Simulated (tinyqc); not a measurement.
What moves the results: donor level screened by free carriers (Yukawa potential). A value that a table varies takes the place of the one given here.

Potential -(q/(eps r)) exp(-ks r), q = e^2/(4 pi eps0). In units Ry* = Ry m/eps^2 and a* = a0 eps/m the problem is [-Laplacian - 2 exp(-x r)/r] psi = E psi with x = ks a*.

Converged values use 18 functions exp(-z r), z = 1.55^i, i = -11 to 6: S = 2/A^3, H = z_i z_j S - 2/(A + x)^2, A = z_i + z_j.

Screening wave number: Debye ks^2 = 4 pi q n/(eps kB T); Thomas-Fermi ks^2 = 6 pi q n/(eps EF) with EF = c (3 pi^2 n/gv)^(2/3)/m, c = hbar^2/2m0; the two are joined by 1/ks^2 = sqrt(1/ks_D^4 + 1/ks_TF^4). 1e18/cm^3 = 1e-6/angstrom^3, q = e^2/(4 pi eps0).

Constants: e^2/(4 pi eps0) = 14.39964547 eV angstrom; kB = 8.617333262e-05 eV/K; hbar^2/2m0 = 3.80998211 eV angstrom^2; Ry = 13.60569312 eV; a0 (Bohr radius) = 0.5291772105 angstrom.

Inputs chosen for the exercise (near those of a donor in Ge, with one mean mass; the results hold for these values, not for the real material):

| symbol | value | unit | meaning |
|---|---|---|---|
| xs | (0.06, 0.18, 0.27, 0.42, 0.72, 0.93, 1.07) |  | values of x |
| m | 0.164 | m0 | mass |
| eps | 16.1 |  | dielectric constant |
| gv | 4 |  | valleys |
| T | 300 | K | temperature |
| nl | (0.0069, 0.023, 0.069, 0.23, 0.69, 2.3, 6.9) | x 1e18/cm^3 | densities |
| n | 0.23 | x 1e18/cm^3 | free-carrier density |

## Towards the loss of the bound state

First order (-1 + 2x), one-parameter (minimum of z^2 - 8 z^3/(2z + x)^2) and converged 1s energies in Ry*, and the mean radius in a*; a dash marks an unbound result.

Results:

| x | first order | trial function | converged | <r> |
|---|---|---|---|---|
| 0.06 | -0.8800 | -0.8852 | -0.8852 | 1.50 |
| 0.18 | -0.6400 | -0.6837 | -0.6839 | 1.54 |
| 0.27 | -0.4600 | -0.5542 | -0.5546 | 1.59 |
| 0.42 | -0.1600 | -0.3734 | -0.3753 | 1.71 |
| 0.72 | - | -0.1223 | -0.1317 | 2.26 |
| 0.93 | - | -0.0210 | -0.0389 | 3.41 |
| 1.07 | - | - | -0.0081 | 6.42 |

How do the results move?

First order loses the state at x = 0.5, the trial function reaches zero energy at x = 1.00, and the exact limit is 1.19. The radius starts at 1.5 a*, grows slowly at first (1.59 at x = 0.27), then steadily, and swells towards the end (6.4 at 1.07), where a single exponential fails: the binding vanishes as the square of the distance from 1.19.

## Binding against carrier density

Ry* = 8.6082 meV
a* = 51.950 angstrom

x from the joined ks; converged 1s binding (dash: x above 1.17, at or past the limit 1.19 where the state unbinds).

Results:

| n (1e18/cm^3) | EF/kB T | 1/ks (angstrom) | x | binding (meV) | n^(1/3) a* |
|---|---|---|---|---|---|
| 0.0069 | 0.01 | 577.4 | 0.090 | 7.16 | 0.099 |
| 0.023 | 0.03 | 316.3 | 0.164 | 6.10 | 0.148 |
| 0.069 | 0.06 | 182.6 | 0.284 | 4.61 | 0.213 |
| 0.23 | 0.13 | 100.2 | 0.519 | 2.41 | 0.318 |
| 0.69 | 0.27 | 58.2 | 0.893 | 0.44 | 0.459 |
| 2.3 | 0.59 | 32.8 | 1.584 | - | 0.686 |
| 6.9 | 1.24 | 20.8 | 2.499 | - | 0.989 |

What can be read from the table?

The binding falls from 7.2 to 0.4 meV (bare value 8.6); it passes half the bare value between 0.069 and 0.23 x 1e18/cm^3. The level is unbound, or bound by less than 0.001 Ry*, from 2.3 x 1e18/cm^3 on; as the density rises, it is lost by the time n^(1/3) a* reaches 0.69. x grows with exponent 0.50 in n at the start and 0.42 at the end (1/2 for Debye, 1/6 for Thomas-Fermi screening). The level survives to n^(1/3) a* = 0.46, past the 0.26 of the Mott rule, which corresponds to x = 1 for one valley with degenerate screening; here the level lasts until x = 1.19, the screening is at most the degenerate value, and overlap of donors is left out.

## What each parameter does

Ry* = Ry m/eps^2, a* = a0 eps/m, x = ks a* with the joined ks; converged binding. Each row changes one parameter from the base and keeps the others.

Results:

| case | 1/ks (angstrom) | x | binding in Ry* | binding (meV) |
|---|---|---|---|---|
| base | 100.2 | 0.519 | 0.279 | 2.41 |
| n = 0.115 x 1e18/cm^3 | 141.5 | 0.367 | 0.434 | 3.73 |
| T = 270 K | 95.1 | 0.546 | 0.255 | 2.20 |
| m = 0.184 m0 | 100.1 | 0.462 | 0.332 | 3.21 |
| eps = 14.8 | 96.1 | 0.497 | 0.299 | 3.04 |
| gv = 5 | 100.1 | 0.519 | 0.279 | 2.40 |

What does this show?

The largest shifts from the base row, up to three for each result and ties (the steps differ in size, so this ranks the rows, not the parameters). 1/ks (angstrom): n +41.3, T -5.1, eps -4.1. x: n -0.151, m -0.056, T +0.028; unchanged at the printed digits by gv. binding in Ry*: n +0.154, m +0.053, T -0.024; unchanged at the printed digits by gv. binding (meV): n +1.33, m +0.80, eps +0.64.

tinyqc: `OMP_NUM_THREADS=1 python tinyqc.py 1250815 1250816 out.jsonl`; about 0.01 s, one thread, shared Intel(R) Xeon(R) Processor @ 2.30GHz.
